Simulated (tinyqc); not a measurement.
# Resistance of a tapered via with liner, size effect and interface, step by step

Computed by the program tinyqc: `OMP_NUM_THREADS=1 python tinyqc.py 2750041 2750042 out.jsonl`, one thread of a shared Intel Xeon 2.30GHz, about 0.01 s for the whole run. Printed values are rounded.

A round via whose diameter grows from db at the bottom as D(z) = db + 2 z/tan(ang). The fill, of diameter D - 2 tl, starts above the bottom liner (thickness fb tl) and has rho = rho0 (1 + ks lam/(D - 2 tl)); the sidewall liner conducts in parallel with it. The bottom liner and the interface are crossed over the full area pi db^2/4. Spreading in the lines above and below is left out.

Inputs (values chosen for the exercise); fill metal close to copper:
```
symbol    value      unit                                               meaning
db            9        nm                                diameter at the bottom
hv           23        nm                                                height
ang          87   degrees                                        sidewall angle
rho0       1.65   uohm cm                          bulk resistivity of the fill
lam        40.8        nm                            mean free path of the fill
ks          1.3                                              size-effect factor
tl          1.5        nm                                 liner on the sidewall
fb            1                   liner at the bottom over that on the sidewall
rl          450   uohm cm                              resistivity of the liner
ri      3.1e-12  ohm cm^2                   interface resistivity at the bottom
Sb       1.1e15     S/m^2  ballistic conductance per area, about 3/(4 rho0 lam)
```

## Slices of the via

Slices between z0 = fb tl and hv, evaluated at their midpoints: conductance per length pi/4 [(D - 2 tl)^2/rho + (D^2 - (D - 2 tl)^2)/rl], slice resistance = slice height over that. 9 slices.

```
slice   z (nm)   D (nm)  rho (uohm cm)  slice resistance (ohm)
0      2.69444  9.28242        15.5803                 11.5344
1      5.08333  9.53281        15.0464                 10.3333
2      7.47222  9.78321        14.5519                 9.29489
3      9.86111  10.0336        14.0926                 8.39244
4        12.25  10.2840        13.6648                 7.60441
5      14.6389  10.5344        13.2655                 6.91321
6      17.0278  10.7848        12.8919                 6.30439
7      19.4167  11.0352        12.5416                 5.76600
8      21.8056  11.2856        12.2125                 5.28811
```

## Total resistance

R_fill = sum of the slices; R_bottom = rl fb tl/(pi db^2/4); R_interface = ri/(pi db^2/4); ballistic (Sharvin) limit 1/(Sb pi (db - 2 tl)^2/4); ideal cylinder rho0 hv/(pi db^2/4).

parts (ohm): fill 71.4311, bottom liner 106.103, interface 4.87289
R = 182.407 ohm
shares (%): fill 39.1602, bottom liner 58.1683, interface 2.6714
ballistic limit = 32.1525 ohm
ideal cylinder = 5.96536 ohm

The bottom liner is the largest part, and R is 30.6 times the ideal cylinder. With 2000 slices R = 182.45 ohm.
